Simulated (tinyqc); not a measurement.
Inside a calculation. Method: MP2 on RHF in the sto-3g basis, for BeH2, spin multiplicity 1. One step of it, computed by the program tinyqc.

Question. Second-order Moller-Plesset energy. E2 = sum_ijab (ia|jb) [2 (ia|jb) - (ib|ja)] / (e_i + e_j - e_a - e_b) over occupied i, j and virtual a, b; the opposite-spin part is (ia|jb)^2 / denominator, the rest is same-spin, and SCS-MP2 scales them by 6/5 and 1/3.

orbital energies (hartree): [-4.525316, -0.439579, -0.397960, 0.206220, 0.213495, 0.427730, 0.810492]

Two-electron integrals over orbitals (pq|rs), unique and non-zero (hartree):
```
(11|11) 2.271634    (21|11) -0.191579   (21|21) 0.024908    (22|11) 0.473134
(22|21) -0.005906   (22|22) 0.391641    (31|11) -0.012165   (31|21) 0.001190
(31|22) -0.002178   (31|31) 0.005576    (32|11) 0.000180    (32|21) -0.001114
(32|22) -0.023528   (32|31) 0.012350    (32|32) 0.158552    (33|11) 0.440070
(33|21) -0.002654   (33|22) 0.397405    (33|31) 0.001422    (33|32) 0.019464
(33|33) 0.425847    (41|11) 0.048759    (41|21) -0.005818   (41|22) 0.003945
(41|31) -0.000391   (41|32) 0.000047    (41|33) 0.002254    (41|41) 0.016518
(42|11) -0.021554   (42|21) 0.001906    (42|22) 0.011660    (42|31) 0.000107
(42|32) -0.000965   (42|33) 0.012055    (42|41) 0.013959    (42|42) 0.048317
(43|11) -0.001982   (43|21) 0.000142    (43|22) -0.001357   (43|31) -0.000151
(43|32) 0.014775    (43|33) 0.002812    (43|41) 0.000917    (43|42) 0.002129
(43|43) 0.015948    (44|11) 0.565193    (44|21) -0.007915   (44|22) 0.358960
(44|31) -0.000478   (44|32) -0.000115   (44|33) 0.345934    (44|41) -0.005967
(44|42) -0.029741   (44|43) -0.002341   (44|44) 0.454230    (51|51) 0.015761
(52|51) 0.015037    (52|52) 0.048131    (53|51) 0.000989    (53|52) 0.002194
(53|53) 0.013744    (54|51) -0.004033   (54|52) -0.010603   (54|53) -0.000741
(54|54) 0.026193    (55|11) 0.569179    (55|21) -0.007598   (55|22) 0.361906
(55|31) -0.000466   (55|32) -0.000089   (55|33) 0.346693    (55|41) 0.001606
(55|42) -0.010279   (55|43) -0.000991   (55|44) 0.399976    (55|55) 0.449859
(61|11) -0.182668   (61|21) 0.024431    (61|22) -0.005635   (61|31) 0.001776
(61|32) 0.000331    (61|33) -0.003009   (61|41) -0.002475   (61|42) 0.004531
(61|43) 0.000297    (61|44) -0.007018   (61|55) -0.005035   (61|61) 0.024882
(62|11) 0.121958    (62|21) -0.006056   (62|22) -0.018438   (62|31) -0.000094
(62|32) 0.006879    (62|33) -0.041263   (62|41) 0.004400    (62|42) -0.004299
(62|43) 0.000046    (62|44) 0.051533    (62|55) 0.058551    (62|61) -0.003649
(62|62) 0.079227    (63|11) 0.012832    (63|21) -0.000374   (63|22) 0.011857
(63|31) -0.001479   (63|32) -0.090588   (63|33) -0.015142   (63|41) 0.000305
(63|42) -0.000025   (63|43) -0.012402   (63|44) 0.005800    (63|55) 0.006375
(63|61) -0.000371   (63|62) 0.002957    (63|63) 0.083095    (64|11) 0.020918
(64|21) 0.000429    (64|22) 0.003582    (64|31) -0.000042   (64|32) -0.000467
(64|33) -0.003955   (64|41) 0.013872    (64|42) 0.037530    (64|43) 0.002710
(64|44) -0.003778   (64|55) 0.007854    (64|61) 0.003689    (64|62) 0.023692
(64|63) 0.002493    (64|64) 0.042792    (65|51) 0.015868    (65|52) 0.045739
(65|53) 0.003391    (65|54) -0.006972   (65|65) 0.048556    (66|11) 0.474789
(66|21) -0.006454   (66|22) 0.390515    (66|31) -0.000011   (66|32) 0.004659
(66|33) 0.400569    (66|41) 0.009587    (66|42) 0.028504    (66|43) 0.002597
(66|44) 0.353409    (66|55) 0.362542    (66|61) -0.004191   (66|62) -0.022941
(66|63) -0.005396   (66|64) 0.016820    (66|66) 0.415643    (71|11) 0.003698
(71|21) -0.001242   (71|22) -0.002588   (71|31) 0.010275    (71|32) 0.018826
(71|33) 0.002537    (71|41) 0.000030    (71|42) -0.000051   (71|43) -0.000756
(71|44) 0.000106    (71|55) 0.000056    (71|61) -0.000099   (71|62) 0.000399
(71|63) -0.000925   (71|64) -0.000192   (71|66) 0.000738    (71|71) 0.019676
(72|11) -0.011442   (72|21) 0.000170    (72|22) 0.006988    (72|31) 0.004013
(72|32) -0.041813   (72|33) -0.002814   (72|41) -0.000046   (72|42) 0.002274
(72|43) -0.013201   (72|44) -0.004851   (72|55) -0.004976   (72|61) 0.000485
(72|62) -0.009384   (72|63) 0.059655    (72|64) -0.000936   (72|66) 0.000495
(72|71) 0.007760    (72|72) 0.057172    (73|11) 0.144018    (73|21) -0.004561
(73|22) -0.003384   (73|31) 0.000155    (73|32) 0.000549    (73|33) -0.019216
(73|41) -0.000363   (73|42) -0.018781   (73|43) -0.002080   (73|44) 0.063577
(73|55) 0.064016    (73|61) -0.003657   (73|62) 0.072399    (73|63) 0.009302
(73|64) 0.010523    (73|66) -0.023329   (73|71) 0.000795    (73|72) -0.004521
(73|73) 0.084354    (74|11) -0.000331   (74|21) 0.000219    (74|22) 0.004268
(74|31) -0.003092   (74|32) -0.031333   (74|33) -0.004248   (74|41) -0.000348
(74|42) -0.001753   (74|43) 0.010602    (74|44) 0.000307    (74|55) -0.000013
(74|61) -0.000206   (74|62) -0.001629   (74|63) 0.018844    (74|64) -0.000469
(74|66) -0.001566   (74|71) -0.005220   (74|72) 0.005223    (74|73) -0.000295
(74|74) 0.023526    (75|51) -0.000401   (75|52) -0.002097   (75|53) 0.013369
(75|54) 0.000200    (75|65) -0.000818   (75|75) 0.016727    (76|11) 0.000950
(76|21) -0.000775   (76|22) -0.018829   (76|31) 0.010023    (76|32) 0.135846
(76|33) 0.018815    (76|41) -0.000205   (76|42) -0.001580   (76|43) 0.016415
(76|44) 0.000068    (76|55) -0.000260   (76|61) 0.000309    (76|62) 0.005016
(76|63) -0.089720   (76|64) -0.001272   (76|66) 0.005308    (76|71) 0.015568
(76|72) -0.051592   (76|73) -0.000592   (76|74) -0.026568   (76|76) 0.131641
(77|11) 0.561125    (77|21) -0.008202   (77|22) 0.414765    (77|31) -0.000902
(77|32) -0.007825   (77|33) 0.430491    (77|41) 0.001365    (77|42) 0.002547
(77|43) -0.000703   (77|44) 0.386328    (77|55) 0.384364    (77|61) -0.008092
(77|62) -0.027500   (77|63) 0.003041    (77|64) -0.006942   (77|66) 0.421682
(77|71) -0.000349   (77|72) 0.004271    (77|73) -0.002783   (77|74) 0.001275
(77|76) -0.005267   (77|77) 0.470650
```

Hartree-Fock energy = -15.54443888 hartree

Give: Terms; Pair energies; MP2 correlation energy; SCS-MP2 correlation energy; MP2 total energy.

Answer.

Terms (the 40 largest of 90):
```
i  j  a  b  (ia|jb)  (ib|ja)  denominator       term
3  3  6  6   0.0831   0.0831      -1.6514    -0.0042
2  2  6  6   0.0792   0.0792      -1.7346    -0.0036
2  3  6  7   0.0724   0.0597      -2.0758    -0.0030
3  2  7  6   0.0724   0.0597      -2.0758    -0.0030
3  3  7  7   0.0844   0.0844      -2.4169    -0.0029
2  2  4  4   0.0483   0.0483      -1.2916    -0.0018
2  2  5  5   0.0481   0.0481      -1.3061    -0.0018
3  2  6  7   0.0597   0.0724      -2.0758    -0.0013
2  3  7  6   0.0597   0.0724      -2.0758    -0.0013
2  2  7  7   0.0572   0.0572      -2.5001    -0.0013
2  3  4  7  -0.0188  -0.0132      -1.8543  -2.47e-04
3  2  7  4  -0.0188  -0.0132      -1.8543  -2.47e-04
3  3  4  4   0.0159   0.0159      -1.2084  -2.10e-04
3  3  5  5   0.0137   0.0137      -1.2229  -1.54e-04
3  3  4  6  -0.0124  -0.0124      -1.4299  -1.08e-04
3  3  6  4  -0.0124  -0.0124      -1.4299  -1.08e-04
1  1  6  6   0.0249   0.0249      -9.9061  -6.25e-05
3  2  4  7  -0.0132  -0.0188      -1.8543  -5.43e-05
2  3  7  4  -0.0132  -0.0188      -1.8543  -5.43e-05
3  3  7  6   0.0093   0.0093      -2.0341  -4.25e-05
3  3  6  7   0.0093   0.0093      -2.0341  -4.25e-05
2  1  5  5   0.0150   0.0150      -5.3919  -4.19e-05
1  2  5  5   0.0150   0.0150      -5.3919  -4.19e-05
2  2  6  7  -0.0094  -0.0094      -2.1174  -4.16e-05
2  2  7  6  -0.0094  -0.0094      -2.1174  -4.16e-05
1  1  7  7   0.0197   0.0197     -10.6716  -3.63e-05
2  1  4  4   0.0140   0.0140      -5.3773  -3.62e-05
1  2  4  4   0.0140   0.0140      -5.3773  -3.62e-05
1  1  4  4   0.0165   0.0165      -9.4631  -2.88e-05
1  1  5  5   0.0158   0.0158      -9.4776  -2.62e-05
2  2  6  4  -0.0043  -0.0043      -1.5131  -1.22e-05
2  2  4  6  -0.0043  -0.0043      -1.5131  -1.22e-05
2  1  7  7   0.0078   0.0078      -6.5859  -9.14e-06
1  2  7  7   0.0078   0.0078      -6.5859  -9.14e-06
3  2  7  7  -0.0045  -0.0045      -2.4585  -8.31e-06
2  3  7  7  -0.0045  -0.0045      -2.4585  -8.31e-06
2  3  6  6   0.0030   0.0030      -1.6930  -5.17e-06
3  2  6  6   0.0030   0.0030      -1.6930  -5.17e-06
3  2  5  5   0.0022   0.0022      -1.2645  -3.81e-06
2  3  5  5   0.0022   0.0022      -1.2645  -3.81e-06
```

Pair energies (hartree; pair i-j sums ij and ji):
```
pair  opposite spin  same spin
1-1       -1.55e-04          0
2-1       -1.94e-04  -8.53e-09
2-2         -0.0086          0
3-1       -5.84e-06  -2.48e-06
3-2         -0.0091  -1.90e-04
3-3         -0.0078          0
```

MP2 correlation energy = -0.026052 hartree

SCS-MP2 correlation energy = -0.031095 hartree

MP2 total energy = -15.570491 hartree
